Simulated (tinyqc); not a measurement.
Access strength from the read disturbance.

Problem. Transistor (EKV form, voltages against the body): I = 2 n b Vt^2 [F(vp - Vs) - F(vp - Vd)] from drain to source, F(v) = ln^2(1 + exp(v/(2 Vt))), vp = (Vg - VT + sg |Vd - Vs|)/n. n-channel bodies are at 0; for the p-channel device all voltages are counted down from Vdd. b in uA/V^2 gives I in uA. In an SRAM read the low node Q obeys In(gate QB, drain Q) = Ip(gate QB, drain Q) + Ia, where the access transistor (threshold VTn) has its gate and drain at Vdd and its source at Q. Find Ia, ba and the cell ratio bn/ba.

Values chosen for this exercise: temperature T = 293 K; supply voltage Vdd = 1 V; slope factor n = 1.39; drain-induced barrier lowering sg = 0.044; n-channel threshold VTn = 0.26 V; p-channel threshold (magnitude) VTp = 0.33 V; gain factor of the pull-down transistor bn = 720 uA/V^2; gain factor of the pull-up transistor bp = 190 uA/V^2.

Constants: q = 1.602176634e-19 C, kB = 1.380649e-23 J/K, Vt = kB T/q. Results are converted to the units shown.

Q and QB in the read (V): [0.16851802, 0.99773419]

Answer. The node equation gives Ia, which is proportional to ba.

Ia = 76.2 uA
ba = 720 uA/V^2
cell ratio = 1.00

tinyqc, about 0.1 s, one thread, Intel Xeon 2.30GHz (shared host): `OMP_NUM_THREADS=1 python tinyqc.py 2340078 2340079 out.jsonl`
